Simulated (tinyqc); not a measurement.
Gated graphene, quantum capacitance: effect of the gate voltage.

phi is the Fermi level above the Dirac point, in volts; Vg is counted from the gate voltage of charge neutrality. Ideal linear bands, no charge puddles.

N0 = (2/pi)(kB T/(hbar vF))^2; n = N0 F1(phi/Vt), p = N0 F1(-phi/Vt), F1(e) = int_0^infinity u du/(1 + exp(u - e)) = -Li2(-exp(e)); Cq = q d(n - p)/dphi = (q N0/Vt) ln[2 (1 + cosh(phi/Vt))]. Cox = eps0 eox/tox; Vg = phi + q (n - p + Dit phi)/Cox. 1/C_G = 1/Cox + 1/(Cq + q Dit); dphi/dVg = Cox/(Cox + Cq + q Dit).

Parameters, values chosen for the exercise; values close to those of graphene:
- T = 300 K (temperature)
- eox = 8.93 (relative permittivity of the gate insulator (close to aluminium oxide))
- tox = 23 nm (insulator thickness)
- vF = 1.07e6 m/s (Fermi velocity)
- Dit = 0 cm^-2 eV^-1 (density of traps)

Constants: q = 1.602176634e-19 C, kB = 1.380649e-23 J/K, hbar = 1.054571817e-34 J s, Vt = kB T/q, eps0 = 8.8541878128e-14 F/cm where lengths are in cm. Results are converted to the units shown.

The same in every row: Cox (uF/cm^2) = 0.3438.

Result of one run:
```
phi (V)  n - p (cm^-2)  Cq (uF/cm^2)  C_G (uF/cm^2)  dphi/dVg  n + p (cm^-2)
0.1276        1.185e12         2.632         0.3041    0.1155       1.186e12
```

Which gate voltage Vg gave this result: 0.19, 0.31, 0.56 or 0.68 V?

Vg = 0.68 V.

The whole series:
```
Vg (V)   phi (V)  n - p (cm^-2)  Cq (uF/cm^2)  C_G (uF/cm^2)  dphi/dVg  n + p (cm^-2)
-0.3    -0.07417      -4.845e11         1.584         0.2825    0.1783       4.942e11
-0.18   -0.05014      -2.786e11         1.174         0.2659    0.2265       3.025e11
-0.06   -0.01869      -8.864e10        0.8050         0.2409    0.2993       1.635e11
0.07     0.02165       1.037e11        0.8276         0.2429    0.2935       1.712e11
0.19     0.05238       2.953e11         1.209         0.2677    0.2214       3.172e11
0.31     0.07594       5.022e11         1.616         0.2835    0.1754       5.112e11
0.43     0.09520       7.184e11         1.984         0.2930    0.1477       7.227e11
0.56      0.1130       9.590e11         2.338         0.2997    0.1282       9.612e11
0.68      0.1276       1.185e12         2.632         0.3041    0.1155       1.186e12
0.8       0.1409       1.414e12         2.902         0.3074    0.1059       1.415e12
```

As Vg goes from -0.3 to 0.8, Cq goes from 1.58 through a minimum of 0.805 (at Vg = -0.06 among the rows listed) to 2.90 uF/cm^2, C_G/Cox goes from 0.822 through a minimum of 0.701 (at Vg = -0.06 among the rows listed) to 0.894 and n - p rises from -4.85e11 to 1.41e12 cm^-2. Cq exceeds Cox in every row, so the insulator is the tighter limit, though Cq still cuts C_G by up to 30 %. At neutrality Cq is (q N0/Vt) ln 4 = 0.737 uF/cm^2, and far from it Cq grows as |phi|.

tinyqc, about 0.01 s, one thread, Intel Xeon 2.30GHz (shared host): `OMP_NUM_THREADS=1 python tinyqc.py 2200153 2200154 out.jsonl`
